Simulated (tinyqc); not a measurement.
Inside a calculation. Method: plane-wave Kohn-Sham cycle with exchange-only LDA in a layered model solid. One step of it, computed by the program tinyqc.

Question. Iteration 1: levels at that k. Diagonalise the Hermitian matrix.

H (hartree), order -3, -2, -1, +0, +1, +2, +3:
$$\begin{pmatrix}
0.570873 & -0.095000 & 0.000000 & 0.000000 & 0.000000 & 0.000000 & 0.000000 \\
-0.095000 & 0.138014 & -0.095000 & 0.000000 & 0.000000 & 0.000000 & 0.000000 \\
0.000000 & -0.095000 & -0.121701 & -0.095000 & 0.000000 & 0.000000 & 0.000000 \\
0.000000 & 0.000000 & -0.095000 & -0.208273 & -0.095000 & 0.000000 & 0.000000 \\
0.000000 & 0.000000 & 0.000000 & -0.095000 & -0.121701 & -0.095000 & 0.000000 \\
0.000000 & 0.000000 & 0.000000 & 0.000000 & -0.095000 & 0.138014 & -0.095000 \\
0.000000 & 0.000000 & 0.000000 & 0.000000 & 0.000000 & -0.095000 & 0.570873
\end{pmatrix}$$

Give: eigenvalues.

Answer.

eigenvalues (hartree): [-0.3136, -0.1540, -0.0547, 0.1498, 0.1559, 0.5914, 0.5914]
